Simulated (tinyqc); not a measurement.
Inversion-layer mobility, back-scattering and ballistic limit of a field-effect transistor: one step, computed by the program tinyqc.

The charge at the top of the source barrier is fixed by the gate; series resistance and short-channel effects are left out. F_j are Fermi integrals normalised to exp(eta) in the classical limit.

Task: Effective mobility. mu_phonon = mu_ph (E_eff/1 MV/cm)^(-0.3) (T/300 K)^(-1.75); mu_rough = mu_sr (E_eff/1 MV/cm)^(-2); mu_Coulomb = mu_C (N_inv/1e12 cm^-2) (T/300 K); Matthiessen's rule adds 1/mu.

Inputs (values chosen for the exercise, modelled on a strained silicon n-channel): phonon mobility at 1 MV/cm and 300 K, mu_ph = 550 cm^2/(V s); roughness mobility at 1 MV/cm, mu_sr = 1700 cm^2/(V s); Coulomb mobility at N_inv = 1e12/cm^2, mu_C = 1100 cm^2/(V s); temperature T = 300 K.

Statistics at the top of the barrier: Fermi-Dirac.

inversion density N_inv = 1.329087e+13 1/cm^2

effective field E_eff = 1.089641 MV/cm

Give: phonon part; roughness part; Coulomb part; effective mobility mu.

Result:

phonon part = 536.02 cm^2/(V s)

roughness part = 1431.8 cm^2/(V s)

Coulomb part = 14620 cm^2/(V s)

effective mobility mu = 379.88 cm^2/(V s)

The phonon part is the lowest and holds 71 % of 1/mu.
